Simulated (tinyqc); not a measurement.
# Gap and voltage scale from two read currents

Question. I = I0 exp(-g/g0) sinh(Vd/V0) at a fixed gap. Find V0 and g.

Parameters, values chosen for the exercise:

| symbol | value | unit | meaning |
|---|---|---|---|
| I0 | 0.33 | mA | current scale |
| g0 | 0.31 | nm | tunnelling length |

I at Vd = 0.1 and 0.5 V (uA): 0.40774071  3.6002685

Solution. The ratio of the currents depends on V0 alone and falls steadily as V0 grows; either current then gives g.

V0 = 0.250 V
g = 1.80 nm

Numbers from tinyqc (`OMP_NUM_THREADS=1 python tinyqc.py 2880142 2880143 out.jsonl`; about 0.1 s on one thread of a shared Intel Xeon 2.30GHz).
